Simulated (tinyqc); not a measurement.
## Gate voltage for a given inversion charge

Question. p-type body, charge-sheet picture, depletion and inversion only, full ionisation (an idealisation for deep acceptors), Boltzmann statistics (rough once Na exp(x - xn) passes about Nc/7). In units of Vt: xg = (Vg - Vfb)/Vt, x = psi/Vt, G = gamma/sqrt(Vt), xn = (2 phiF + Vc)/Vt. The implicit equation is (xg - x)^2 = G^2 [x - 1 + exp(x - xn)] for x above about 3. Cox = eps0 eox/tox. ni = sqrt(Nc Nv) exp(-Eg/(2 Vt)), Eg in volts; phiF = Vt ln(Na/ni); gamma = sqrt(2 q eps0 eps_r Na)/Cox. N_inv = (Cox Vt G/q) [sqrt(x - 1 + exp(x - xn)) - sqrt(x - 1)]. Find x - xn, psi and Vg.

Parameters, values chosen for the exercise; band and dielectric values close to those of silicon:
- T = 300 K (temperature)
- Eg = 1.14 eV (band gap)
- eps_r = 11.7 (relative permittivity)
- Nc = 2.8e19 cm^-3 (conduction-band density of states at T)
- Nv = 2.63e19 cm^-3 (valence-band density of states at T)
- eox = 22.5 (relative permittivity of the gate insulator (close to hafnium oxide))
- tox = 69 nm (insulator thickness)
- Na = 7.2e17 cm^-3 (acceptor density)
- Vfb = -0.48 V (flat-band voltage)
- Vc = 0 V (channel-body voltage)

Constants: q = 1.602176634e-19 C, kB = 1.380649e-23 J/K, Vt = kB T/q, eps0 = 8.8541878128e-14 F/cm where lengths are in cm. Results are converted to the units shown.

N_inv = 1.8e11 cm^-2

Solution. N_inv rises steadily with x, so it fixes x; the implicit equation then gives xg directly.

x - xn = 1.53
psi = 0.992 V
Vg = 2.28 V

tinyqc, about 0.01 s, one thread, Intel Xeon 2.30GHz (shared host): `OMP_NUM_THREADS=1 python tinyqc.py 2122040 2122041 out.jsonl`
